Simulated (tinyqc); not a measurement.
Configuration-coordinate model of a defect: Huang-Rhys factor and luminescence line shape: one step, computed by the program tinyqc.

Ground state E_g(Q) = (1/2) omega_g^2 Q^2; excited state E_e(Q) = E_0 + (1/2) omega_e^2 (Q - dQ)^2 with E_0 = E_ZPL - (hbar omega_e - hbar omega_g)/2. Q is mass-weighted; the dipole does not depend on Q (Condon approximation).

Question. Crossing, radiative lifetime and thermal quenching. The curves cross at the root Q_c nearest dQ; the barrier is (1/2) omega_e^2 (Q_c - dQ)^2, with (1/2) omega^2 = (hbar omega)^2/(2 hbar^2/u). k_r = n_r omega^3 mu^2/(3 pi eps_0 hbar c^3) at the vertical emission energy, without local-field correction; k_nr = nu_0 exp(-barrier/k_B T) (Mott-Seitz); yield = k_r/(k_r + k_nr); T_1/2 = barrier/(k_B ln(nu_0/k_r)).

Inputs (values chosen for the exercise, for a model defect in a wide-gap host):
```
quantity                           value              unit
zero-phonon energy E_ZPL            2.41                eV
displacement dQ                     1.92  u^(1/2) angstrom
ground-state phonon hbar omega_g    21.7               meV
excited-state phonon hbar omega_e   19.7               meV
temperature T                         20                 K
refractive index n_r                1.94                 -
transition dipole mu                   2        e angstrom
quenching prefactor nu_0           1e+11               1/s
```

Modes: different frequencies.

vertical emission energy = 2.203366 eV

Constants: hbar^2/u = 4.18015928e-03 eV angstrom^2; hbar = 6.582119569e-16 eV s; e = 1.602176634e-19 C; eps_0 = 8.8541878128e-12 F/m; hbar = 1.054571817e-34 J s; c = 299792458 m/s; k_B = 8.617333262e-05 eV/K.

Give: Q_c; classical barrier; radiative lifetime; luminescence yield; quenching temperature T_1/2.

Answer.

Q_c = 9.486 u^(1/2) angstrom

classical barrier = 2.657 eV

radiative lifetime = 3.173 ns

luminescence yield = 1

quenching temperature T_1/2 = 5354 K

The barrier is so high that this route does not halve the yield below 1000 K. Caution: the curves cross far outside the range of the harmonic model, so the barrier and T_1/2 have no quantitative meaning.
